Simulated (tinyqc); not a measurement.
Inside a calculation. Method: coupled-perturbed Hartree-Fock on RHF in the sto-3g basis, for H3+, spin multiplicity 1. One step of it, computed by the program tinyqc.

Question. Coupled step 2. U_ai = -(mu_ai + sum_bj [4 (ai|bj) - (ab|ij) - (aj|bi)] U_bj) / (e_a - e_i); alpha = -4 sum U_ai mu_ai.

U after step 1, order a2, a3:
$$\begin{pmatrix}
0.003227 \\
0.848480
\end{pmatrix}$$

dipole integrals <a|z|i> (bohr), order a2, a3:
$$\begin{pmatrix}
-0.003223 \\
-0.901915
\end{pmatrix}$$

orbital energies (hartree): MO1 -1.201140, MO2 -0.066859, MO3 0.006326

Two-electron integrals over orbitals (pq|rs), unique and non-zero (hartree):
```
(11|11) 0.608831    (21|11) -0.009226   (21|21) 0.143509    (22|11) 0.584991
(22|21) 0.091528    (22|22) 0.672171    (31|11) 0.000087    (31|21) 2.31e-06
(31|22) -0.000803   (31|31) 0.143862    (32|11) 3.93e-06    (32|21) -0.000883
(32|22) -0.000088   (32|31) -0.088470   (32|32) 0.068204    (33|11) 0.595714
(33|21) -0.096570   (33|22) 0.519541    (33|31) 0.000857    (33|32) 0.000087
(33|33) 0.677156
```

Give: U after step 2; polarisability.

Answer.

U after step 2, order a2, a3:
$$\begin{pmatrix}
0.003 \\
0.862
\end{pmatrix}$$

polarisability = 3.111 bohr^3
